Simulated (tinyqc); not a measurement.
Signal and retention of a DRAM cell: two steps of the calculation.

A stored one starts at Vd and leaks: Cs dV/dt = -I(V), I = a sqrt((V + Vb)/(Vd + Vb)) + b, with a = Ig exp[-(Eg1 q/kB)(1/T - 1/T0)] (generation in a depletion layer) and b = Is exp[-(Es q/kB)(1/T - 1/T0)]. The bit line is precharged to Vd/2, and charge sharing gives the signal (V - Vd/2) Cs/(Cs + Cb).

Values chosen for this exercise:
- Vd = 1.4 V (array voltage)
- Cs = 20 fF (cell capacitance)
- Cb = 108 fF (bit-line capacitance)
- dm = 37 mV (smallest signal that the sense amplifier resolves)
- Vb = 1.2 V (built-in plus back-bias voltage of the storage junction)
- Ig = 0.48 fA (junction leakage at V = Vd and T0)
- Is = 0.32 fA (voltage-independent leakage at T0)
- Es = 0.42 eV (activation energy of Is)
- T0 = 358 K (reference temperature)
- T = 328 K (temperature)
- Eg1 = 0.51 eV (activation energy of Ig)

Constants: q = 1.602176634e-19 C, kB = 1.380649e-23 J/K. Results are converted to the units shown.

Question 1. Signal and margin. The cell fails below Vc = Vd/2 + dm (Cs + Cb)/Cs.

Wanted: transfer ratio; signal of a fresh one; Vc; charge that may be lost; the same in electrons.

Answer 1.

transfer ratio = 0.1562
signal of a fresh one = 109.4 mV
Vc = 0.9368 V
charge that may be lost = 9.264 fC
the same in electrons = 5.782e4

Question 2. Retention time. With s = sqrt((Vc + Vb)/(Vd + Vb)), the time from Vd to Vc is t = [2 Cs (Vd + Vb)/a] [1 - s - (b/a) ln((a + b)/(a s + b))].

Vc = 0.9368 V

Find: a; b; retention time; estimate with the current held at a + b.

Answer 2.

a = 0.1058 fA
b = 0.09212 fA
retention time = 47.99 s
estimate with the current held at a + b = 46.80 s

Range of the model: Real arrays also hold a tail of unusually leaky cells and cells whose retention varies in time, which this model lacks.

tinyqc, about 0.01 s, one thread, Intel Xeon 2.30GHz (shared host): `OMP_NUM_THREADS=1 python tinyqc.py 2130168 2130169 out.jsonl`
